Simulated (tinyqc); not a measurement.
Grain-boundary trapping model (Seto) of a polycrystalline semiconductor film. From one set of inputs to another, one input at a time. Computed by tinyqc, a small Python program. Command: `OMP_NUM_THREADS=1 python tinyqc.py 3000484 3000485 out.jsonl poly ladder`. One thread of a shared host (Intel(R) Xeon(R) Processor @ 2.30GHz), about 0.01 s of CPU time with the checks.

Grains of equal size L are joined by thin boundaries with one trap level. Trapped carriers deplete a width W on each side and raise a barrier, crossed by thermionic emission. Dopants are fully ionised, statistics are non-degenerate and mu_g does not depend on T.

The inputs printed are set A. Set A is modelled on polycrystalline ZnO; the values taken over come from a set modelled on polycrystalline silicon. Inputs not listed in the table keep their values of set A, so the rows need not describe a real material.

Inputs (values chosen for the exercise, modelled on polycrystalline ZnO):
```
quantity,value,unit
permittivity eps,8.3,-
effective mass m,0.28,m_0
"effective density of states at 300 K, N_c",3.7e+18,1/cm^3
grain size L,350,nm
trap density Q_t,8.4e+11,1/cm^2
trap level E_t below the band edge,0.37,eV
doping N,1.2e+16,1/cm^3
temperature T,350,K
```

Grain interior: neglected.

Constants: k_B = 8.617333262e-05 eV/K; e = 1.602176634e-19 C; eps_0 = 8.8541878128e-12 F/m; m_0 = 9.1093837015e-31 kg; k_B = 1.380649e-23 J/K.

Method. N_c(T) = N_c (T/300 K)^(3/2). Filled traps Q = Q_t/(1 + (1/2) exp((E_t* - E_F)/k_B T)), where E_t* = e V_B - E_t and E_F are counted from the band edge at the grain centre. Partial depletion: Q = 2 N W, V_B = e N W^2/(2 eps eps_0), E_F = k_B T ln(N/N_c); solve for W. If that W would exceed L/2 the grain is fully depleted: W = L/2, Q = N L, and E_F follows from the trap equation. Centre density n_0 = N_c exp(E_F/k_B T). Boundary: sigma_b = L e^2 n_0 exp(-e V_B/k_B T)/sqrt(2 pi m k_B T); rho = 1/sigma_b. Mean carrier density n_av = n_0 [(1 - 2W/L) + (2W/L) (sqrt(pi)/2) erf(y)/y], y = sqrt(e V_B/k_B T); effective mobility 1/(e n_av rho).

Each row keeps all changes above it:
```
input moved,from,to,resistivity rho (ohm cm),effective mobility (cm^2/(V s)),barrier V_B (V)
set A,-,-,1.4840e+02,7.1322e+00,0.22637
trap density Q_t (1/cm^2),8.4e+11,5.6e+12,1.3063e+03,1.0224e+00,0.29197
effective mass m (m_0),0.28,0.42,1.5999e+03,8.3475e-01,0.29197
permittivity eps,8.3,11.7,1.3499e+03,1.4578e+00,0.28419
temperature T (K),350,400,2.6251e+02,5.9047e+00,0.26908
grain size L (nm),350,32,3.2737e+04,4.2490e+02,0.00238
trap level E_t below the band edge (eV),0.37,0.24,7.5356e+02,4.2490e+02,0.00238
doping N (1/cm^3),1.2e+16,1.9e+17,4.2719e+01,2.0471e+02,0.03761
```

Where does the difference come from?

Resistivity rho goes from 148 to 42.7, a factor 0.288 in all. The largest single move comes from grain size L (a factor 125), but it runs against the net change; the largest move in the direction of the net change is trap level E_t below the band edge (a factor 0.0230). Effective mobility goes from 7.13 to 205, a factor 28.7 in all. The largest single move comes from grain size L (a factor 72.0), and trap density Q_t works against it (a factor 0.143). Barrier V_B goes from 0.226 to 0.0376, a factor 0.166 in all. The largest single move comes from grain size L (a factor 0.00883), and doping N works against it (a factor 15.8). The single moves hold for this order of the switches; the total does not depend on the order.

Caution (rows permittivity eps): n_0 is not small against N, so full depletion is a rough description. Caution (rows grain size L, trap level E_t below the band edge, doping N): the barrier is below 2 k_B T, so scattering inside the grains, left out here, also limits the real mobility.

Extremes, crossings and ranges named in words are read from the listed rows.
